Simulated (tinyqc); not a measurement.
Threshold of a short bulk MOSFET: charge sharing, barrier lowering, narrow width: one step of the calculation.

n-channel device on a p-type body, depletion approximation, full ionisation. Uniform doping N = Na. Vbi from Boltzmann statistics is rough for the degenerate source. Cox = eps0 eox/tox.

Task. Short-channel and narrow-width shifts. Charge sharing (trapezoid; it ignores Vds): F = (xj/L)(sqrt(1 + 2 Wd/xj) - 1), lowering = body term times F. Barrier lowering: th = exp(-L/(2 l)) + 2 exp(-L/l), lowering = th [2 (Vbi - 2 pB) + Vds], DIBL = th. Narrow width: rise = body term times xw Wd/W. VT by each model = VT0 - lowering + rise.

Parameters, values chosen for the exercise; band and dielectric values close to those of silicon:

| symbol | value | unit | meaning |
|---|---|---|---|
| xj | 20 | nm | junction depth |
| Vds | 0.05 | V | drain-source voltage |
| W | 190 | nm | gate width |
| xw | 0.7854 |  | shape factor of the fringing depletion at the width edges |
| L | 270 | nm | channel length |

2 pB = 0.91233813 V
Wd = 40.572910 nm
body term = 0.78688180 V
VT0 = 0.99921992 V
Vbi = 1.0483585 V
l = 21.414432 nm

Find: F; lowering by charge sharing; th; lowering of the barrier; DIBL; narrow-width rise; VT, charge sharing; VT, barrier lowering.

Result.

F = 0.09251
lowering by charge sharing = 72.79 mV
th = 0.001835
lowering of the barrier = 0.5911 mV
DIBL = 1.835 mV/V
narrow-width rise = 132.0 mV
VT, charge sharing = 1.058 V
VT, barrier lowering = 1.131 V

L is 12.6 scale lengths. The charge-sharing lowering is 123 times the barrier lowering; the first falls off as 1/L and the second exponentially. Both describe the same loss of gate control, so they are alternatives and are not added.

Computed by the program tinyqc: `OMP_NUM_THREADS=1 python tinyqc.py 2002094 2002095 out.jsonl`, one thread of a shared Intel Xeon 2.30GHz, about 0.01 s for the whole run.
